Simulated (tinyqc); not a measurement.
Worked calculation: one-electron ion in a basis of Gaussians. One step of it, computed by the program tinyqc.

Question. Matrices over normalised Gaussians. With p = a_i + a_j and I(k) = Gamma((k+1)/2) / (2 p^((k+1)/2)): S = I(2l+2), T = (2l+3) a_i a_j S / p, V = -Z I(2l+1), each divided by sqrt(S_ii S_jj).

exponents of r^l exp(-a r^2) (1/bohr^2): [0.250400, 0.861900, 2.967000, 10.210000, 35.150000]

Z = 2

l = 0

Give: S; T; V.

Answer.

S:
```
[[1.000, 0.763, 0.392, 0.169, 0.069],
 [0.763, 1.000, 0.763, 0.392, 0.169],
 [0.392, 0.763, 1.000, 0.764, 0.392],
 [0.169, 0.392, 0.764, 1.000, 0.763],
 [0.069, 0.169, 0.392, 0.763, 1.000]]
```

T (hartree):
```
[[0.376, 0.444, 0.272, 0.124, 0.051],
 [0.444, 1.293, 1.530, 0.935, 0.427],
 [0.272, 1.530, 4.450, 5.266, 3.220],
 [0.124, 0.935, 5.266, 15.315, 18.120],
 [0.051, 0.427, 3.220, 18.120, 52.725]]
```

V (hartree):
```
[[-1.597, -1.817, -1.588, -1.234, -0.921],
 [-1.817, -2.963, -3.371, -2.946, -2.289],
 [-1.588, -3.371, -5.497, -6.255, -5.465],
 [-1.234, -2.946, -6.255, -10.198, -11.603],
 [-0.921, -2.289, -5.465, -11.603, -18.922]]
```
